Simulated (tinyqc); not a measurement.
Thinning the film: dielectric confinement in a thin film (image charges).

A film |z| < t/2 of dielectric constant eps between half-spaces of dielectric constant e2; lam = (eps - e2)/(eps + e2), q = e^2/(4 pi eps0). The self-energy of a band edge is taken with the high-frequency value, e2 = eh, and the field of a fixed ion with the static one, e2 = eo. A charge at z has images lam^|n| at n t + (-1)^n z. Its self-energy is S(z) = (q/2 eps) sum over n >= 1 of lam^n [1/(n t - 2z) + 1/(n t + 2z)] for odd n and 2 lam^n/(n t) for even n; at the centre S(0) = -(q/(eps t)) ln(1 - lam).

Donor at the centre, lam from the static eo, trial function cos(pi z/t) exp(-rho/l): E(l) = c/(m l^2) - (q/eps) times the integral over k of F(k t) (1 + (k l/2)^2)^(-3/2), with F(x) = F0 + 2 lam exp(-x) G/(1 - lam exp(-x)), F0 = 2[(1 - exp(-x/2))/x + x (1 + exp(-x/2))/(x^2 + 4 pi^2)], G = 2 sinh(x/2)[1/x - x/(x^2 + 4 pi^2)]; c = hbar^2/2m0. The binding energy is -E at the minimum, counted from the subband edge with its self-energy.

Constants: e^2/(4 pi eps0) = 14.39964547 eV angstrom; hbar^2/2m0 = 3.80998211 eV angstrom^2; Ry = 13.60569312 eV.

Values chosen for the exercise (near those of a Ge film between layers of HfO2; the results hold for these values, not for the real material): eps = 16.1 (dielectric constant of the film); eh = 4 (high-frequency dielectric constant outside); eo = 22.8 (static dielectric constant outside); m = 0.15 m0 (mass in the plane); mz = 0.117 m0 (mass across the film); ts = (10, 15, 22, 32, 48, 70, 100) angstrom (thicknesses).

<S> is the mean over (2/t) cos^2(pi z/t); confinement c (pi/t)^2/mz; donor binding with and without images.

Results:

| t (angstrom) | <S> (meV) | confinement (meV) | binding, no images (meV) | binding (meV) | l (angstrom) |
|---|---|---|---|---|---|
| 10 | 94.3 | 3213.9 | 26.8 | 16.5 | 39.1 |
| 15 | 62.9 | 1428.4 | 25.3 | 16.5 | 39.7 |
| 22 | 42.9 | 664.0 | 23.5 | 16.2 | 40.9 |
| 32 | 29.5 | 313.9 | 21.5 | 15.7 | 42.9 |
| 48 | 19.6 | 139.5 | 19.2 | 14.7 | 46.0 |
| 70 | 13.5 | 65.6 | 16.9 | 13.6 | 50.0 |
| 100 | 9.4 | 32.1 | 14.8 | 12.3 | 55.0 |

How do the results move, and what explains it?

Between 100 and 10 angstrom the binding goes from 12.3 to 16.5 meV; quantum confinement alone would take it from 14.8 to 26.8, so the images supply -2.5 and -10.3 meV. |<S>| goes as 1/t and exceeds the confinement energy beyond 341 angstrom. Hard-wall energies above 300 meV (up to t = 32 angstrom) overstate the confinement: walls are finite and valleys non-parabolic.

(tinyqc, `OMP_NUM_THREADS=1 python tinyqc.py 1250826 1250827 out.jsonl`, Intel(R) Xeon(R) Processor @ 2.30GHz, 1 thread, shared host, about 0.03 s.)
